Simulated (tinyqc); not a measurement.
Balance functions: hot carriers by balance equations with a heated Maxwellian. Computed by tinyqc, a small Python program. Command: `OMP_NUM_THREADS=1 python tinyqc.py 3031128 3031129 out.jsonl hot walk`. One thread of a shared host (Intel(R) Xeon(R) Processor @ 2.30GHz), about 0.02 s of CPU time with the checks.

The carriers follow a Maxwellian at an electron temperature T_e, slightly displaced; the drift energy is neglected against k_B T_e. The balance averages the rate, not the time, so mu_0 lies below the relaxation-time value.

Inputs (values chosen for the exercise, modelled on holes in germanium):
```
quantity                                          value       unit
effective mass m                                  0.299        m_0
density rho                                        5323     kg/m^3
sound velocity v_l                                 5440        m/s
acoustic deformation potential D_A                  5.5         eV
phonon energy hbar w                               38.8        meV
optical or intervalley deformation potential D_o    7.6  1e8 eV/cm
final valleys Z_f                                     1          -
lattice temperature T                               500          K
```

Band: parabolic. Solver: Newton.

Constants: k_B = 8.617333262e-05 eV/K; k_B = 1.380649e-23 J/K; e = 1.602176634e-19 C; hbar = 1.054571817e-34 J s; m_0 = 9.1093837015e-31 kg; hbar = 6.582119569e-16 eV s.

Method:
- Parabolic band: E = hbar^2 k^2/(2 m), speed v = hbar k/m, states per spin, volume and energy g(E) = m k/(2 pi^2 hbar^2). Masses are multiplied by m_0 and all formulas are in SI units.
- Phonon occupation N_q = 1/(exp(hbar w/(k_B T)) - 1).
- Acoustic deformation potential (elastic, equipartition, absorption and emission together): 1/tau = 2 pi k_B T D_A^2 g(E)/(hbar rho v_l^2).
- Optical or intervalley deformation potential: 1/tau = (pi Z_f D_o^2/(rho w)) [N_q g(E + hbar w) + (N_q + 1) g(E - hbar w)], with g = 0 below the band edge.
- Averages over the Maxwellian, <y> = int y x^(1/2) exp(-x) dx / int x^(1/2) exp(-x) dx with x = E/(k_B T_e), split at x_0 = hbar w/(k_B T_e): 64 Gauss-Legendre points in sqrt(x) below it and 128 in sqrt(x - x_0) above it, up to x = 32. Momentum balance: mu(T_e) = e/(m nu), nu = <x (sum of rates)>/<x>. Power lost per carrier: P(T_e) = hbar w <emission rate - absorption rate> + <(2 m v_l^2/(k_B T)) (E - 2 k_B T) acoustic rate>.
- The field that sustains T_e follows from e mu F^2 = P.

Against the electron temperature:
```
T_e (K)  mu (cm^2/(V s))  P optical (1e9 eV/s)  P acoustic (1e9 eV/s)  F (kV/cm)  drift velocity (1e7 cm/s)
550               1009.6                  3.76             3.4836e-02      1.939                    0.19575
650                915.1                 10.72             1.1361e-01      3.441                    0.31492
800                812.9                 19.98             2.5208e-01      4.988                    0.40551
1000               718.4                 30.59             4.6973e-01      6.575                    0.47240
1500               578.0                 51.64             1.1506e+00      9.556                    0.55240
2500               443.1                 81.86             2.9708e+00     13.837                    0.61307
4000               348.4                114.51             6.5762e+00     18.643                    0.64948
6000               283.7                147.70             1.2657e+01     23.777                    0.67443
```

What follows from these numbers?

Optical phonons take 99 % of the power in the first row and 92 % in the last. The velocity grows as F^0.83 at first and as F^0.15 at the end, so it levels off; if optical phonons alone set both balances the limit at high T_e would be sqrt(3 hbar w tanh(hbar w/2 k_B T)/(4 m)) = 0.85 in the same unit. Rows above 1400 K (k_B T_e > 0.12 eV) stretch the parabolic band.
